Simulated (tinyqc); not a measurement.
Donor level screened by free carriers (Yukawa potential): sweeps and comparisons. A value that a table varies takes the place of the one given here.

Potential -(q/(eps r)) exp(-ks r), q = e^2/(4 pi eps0). In units Ry* = Ry m/eps^2 and a* = a0 eps/m the problem is [-Laplacian - 2 exp(-x r)/r] psi = E psi with x = ks a*.

Converged values use 18 functions exp(-z r), z = 1.55^i, i = -11 to 6: S = 2/A^3, H = z_i z_j S - 2/(A + x)^2, A = z_i + z_j.

Screening wave number: Debye ks^2 = 4 pi q n/(eps kB T); Thomas-Fermi ks^2 = 6 pi q n/(eps EF) with EF = c (3 pi^2 n/gv)^(2/3)/m, c = hbar^2/2m0; the two are joined by 1/ks^2 = sqrt(1/ks_D^4 + 1/ks_TF^4). 1e18/cm^3 = 1e-6/angstrom^3, q = e^2/(4 pi eps0).

Constants: e^2/(4 pi eps0) = 14.39964547 eV angstrom; kB = 8.617333262e-05 eV/K; hbar^2/2m0 = 3.80998211 eV angstrom^2; Ry = 13.60569312 eV; a0 (Bohr radius) = 0.5291772105 angstrom.

Inputs chosen for the exercise (near those of a donor in Si, with one mean mass; the results hold for these values, not for the real material): xs = (0.03, 0.2, 0.29, 0.44, 0.63, 0.91, 1.08) (values of x); m = 0.319 m0 (mass); eps = 11.5 (dielectric constant); gv = 6 (valleys); T = 300 K (temperature); nl = (0.013, 0.042, 0.13, 0.42, 1.3, 4.2, 13) x 1e18/cm^3 (densities); n = 0.42 x 1e18/cm^3 (free-carrier density).

## Towards the loss of the bound state

First order (-1 + 2x), one-parameter (minimum of z^2 - 8 z^3/(2z + x)^2) and converged 1s energies in Ry*, and the mean radius in a*; a dash marks an unbound result.

Results:
```
x     first order  trial function  converged   <r>
0.03      -0.9400         -0.9413    -0.9413  1.50
0.20      -0.6000         -0.6535    -0.6536  1.55
0.29      -0.4200         -0.5276    -0.5282  1.60
0.44      -0.1200         -0.3523    -0.3545  1.73
0.63            -         -0.1837    -0.1901  2.03
0.91            -         -0.0281    -0.0453  3.23
1.08            -               -    -0.0068  6.93
```

First order loses the state at x = 0.5, the trial function reaches zero energy at x = 1.00, and the exact limit is 1.19. The radius starts at 1.5 a*, grows slowly at first (1.60 at x = 0.29), then steadily, and swells towards the end (6.9 at 1.08), where a single exponential fails: the binding vanishes as the square of the distance from 1.19.

## Binding against carrier density

Ry* = 32.8183 meV
a* = 19.077 angstrom

x from the joined ks; converged 1s binding (dash: x above 1.17, at or past the limit 1.19 where the state unbinds).

Results:
```
n (1e18/cm^3)  EF/kB T  1/ks (angstrom)      x  binding (meV)  n^(1/3) a*
0.013             0.01            355.5  0.054          29.43       0.045
0.042             0.02            197.8  0.096          26.92       0.066
0.13              0.03            112.4  0.170          22.97       0.097
0.42              0.08             62.6  0.305          16.71       0.143
1.3               0.16             35.7  0.535           8.69       0.208
4.2               0.35             20.0  0.952           1.07       0.308
13                0.74             11.9  1.607              -       0.449
```

The binding falls from 29.4 to 1.1 meV (bare value 32.8); it passes half the bare value between 0.42 and 1.3 x 1e18/cm^3. The level is unbound, or bound by less than 0.001 Ry*, from 13 x 1e18/cm^3 on; as the density rises, it is lost by the time n^(1/3) a* reaches 0.45. x grows with exponent 0.50 in n at the start and 0.46 at the end (1/2 for Debye, 1/6 for Thomas-Fermi screening). The level survives to n^(1/3) a* = 0.31, past the 0.26 of the Mott rule, which corresponds to x = 1 for one valley with degenerate screening; here the level lasts until x = 1.19, the screening is at most the degenerate value, and overlap of donors is left out.

## What each parameter does

Ry* = Ry m/eps^2, a* = a0 eps/m, x = ks a* with the joined ks; converged binding. Each row changes one parameter from the base and keeps the others.

Results:
```
case                  1/ks (angstrom)      x  binding in Ry*  binding (meV)
base                             62.6  0.305           0.509          16.71
n = 0.63 x 1e18/cm^3             51.1  0.373           0.427          14.00
T = 360 K                        68.5  0.278           0.544          17.84
m = 0.357 m0                     62.6  0.272           0.551          20.25
eps = 10.6                       60.1  0.293           0.525          20.27
gv = 7                           62.6  0.305           0.509          16.71
```

The largest shifts from the base row, up to three for each result and ties (the steps differ in size, so this ranks the rows, not the parameters). 1/ks (angstrom): n -11.5, T +6.0, eps -2.5; unchanged at the printed digits by m and gv. x: n +0.068, m -0.032, T -0.027; unchanged at the printed digits by gv. binding in Ry*: n -0.082, m +0.042, T +0.034; unchanged at the printed digits by gv. binding (meV): eps +3.56, m +3.54, n -2.70; unchanged at the printed digits by gv.

Run: tinyqc, `OMP_NUM_THREADS=1 python tinyqc.py 1282738 1282739 out.jsonl`; Intel(R) Xeon(R) Processor @ 2.30GHz, one thread, shared host; about 0.01 s of CPU time with all checks.
